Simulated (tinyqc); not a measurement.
Precursor delivery by bubblers, mass-transport growth and the solid composition of a III-V alloy. Changing the bath temperature T2. Computed by tinyqc, a small Python program. Command: `OMP_NUM_THREADS=1 python tinyqc.py 3015376 3015377 out.jsonl movpe_thermo sweep`. One thread of a shared host (Intel(R) Xeon(R) Processor @ 2.30GHz), about 0.01 s of CPU time with the checks.

1 sccm = 44.615 micromol/min; 1 torr = 133.322 Pa. The sources decompose fully at the surface.

Inputs (values chosen for the exercise, modelled on trimethylgallium (source 1) and trimethylindium (source 2) for the vapour pressures):

| quantity | value | unit |
|---|---|---|
| bath temperature T1 | 274 | K |
| bubbler pressure p_b | 760 | torr |
| carrier flow F1 | 4 | sccm |
| carrier flow F2 | 87 | sccm |
| total flow F_t | 3.1 | slm |
| group-V flow F_V | 71 | sccm |
| reactor pressure p | 40 | torr |
| growth temperature T | 1010 | K |
| diffusivity at 273 K and 760 torr | 0.34 | cm^2/s |
| flow cross-section A | 56 | cm^2 |
| distance from the leading edge z | 11 | cm |
| lattice constant a | 5.72 | angstrom |
| interaction L0 of the solid | 9.99 | kJ/mol |
| log10 of p_B,eq over pure BC at 1000 K and 1 torr of group V (exaggerated: liquid indium has about -4.1) | -3.8 | log10 torr |
| enthalpy of that equilibrium H | 263 | kJ/mol |

Alloy: mixing on the group-III sites, with desorption of B.

constants a, b of source 1 (log10 torr, K): 8.047  1703

constants a, b of source 2 (log10 torr, K): 10.5  3014

Constants: k_B = 1.380649e-23 J/K; R = 8.314462618 J/(mol K).

Method:
- log10 p_v = a - b/T_bath; molar flow = F x 44.615 x p_v/(p_b - p_v) for a saturated bubbler.
- p_i = p n_i/(44615 F_t), F_t in slm; p_V = p F_V/(1000 F_t), counted per molecule supplied; V/III = 44.615 F_V/(n1 + n2); vapour fraction of source 2 = n2/(n1 + n2).
- Mean velocity u = (F_t/A)(760/p)(T/273); D = D0 (T/273)^1.75 (760/p); boundary layer delta = sqrt(pi D z/u); flux = D dp/(delta k_B T); growth rate = flux x a^3/4.
- A sticks fully. B desorbs: its surface pressure is p_B* = x gamma_B K/sqrt(p_V), ln gamma_B = L0 (1 - x)^2/(R T), K = 10^(log10 K at 1000 K) exp[-(H/R)(1/T - 1/1000)], p_V in torr. With equal diffusivities x = (p_2 - p_B*)/(p_1 + p_2 - p_B*). Growth rate = rate per torr x p_1/(1 - x).

One run for each value:

| bath temperature T2 (K) | vapour pressure 2 (torr) | molar flow 2 (micromol/min) | vapour fraction of source 2 | solid fraction x |
|---|---|---|---|---|
| 274 | 0.3162 | 1.616 | 0.08453 | 0.07654 |
| 284 | 0.7715 | 3.944 | 0.18393 | 0.17217 |
| 289 | 1.1774 | 6.023 | 0.25605 | 0.24393 |
| 294 | 1.7713 | 9.068 | 0.34131 | 0.33020 |
| 299 | 2.6286 | 13.472 | 0.43498 | 0.42583 |
| 304 | 3.8506 | 19.766 | 0.53041 | 0.52354 |
| 309 | 5.5713 | 28.664 | 0.62092 | 0.61614 |

Give the missing row, bath temperature T2 (K) = 279.

Computed row; columns: (1) bath temperature T2 (K); (2) vapour pressure 2 (torr); (3) molar flow 2 (micromol/min); (4) vapour fraction of source 2; (5) solid fraction x:
```
(1)     (2)    (3)      (4)      (5)
279  0.4979  2.545  0.12695  0.11675
```

Interpolating between the two neighbouring rows (linearly) misses most in molar flow 2 (micromol/min), by 9.3 %. Over the rows, vapour pressure 2 (torr) rises from 0.316 to 5.57 (exponent d ln y / d ln x 25 between the first rows and 23 between the last); molar flow 2 (micromol/min) rises from 1.62 to 28.7 (exponent d ln y / d ln x 25 between the first rows and 23 between the last); vapour fraction of source 2 rises from 0.0845 to 0.621 (exponent d ln y / d ln x 22 between the first rows and 9.7 between the last).

Caution (all rows): the boundary layer is a quarter or more of the root of the cross-section, so it fills much of the channel and depletion along the flow matters.

Extremes, crossings and ranges named in words are read from the listed rows.
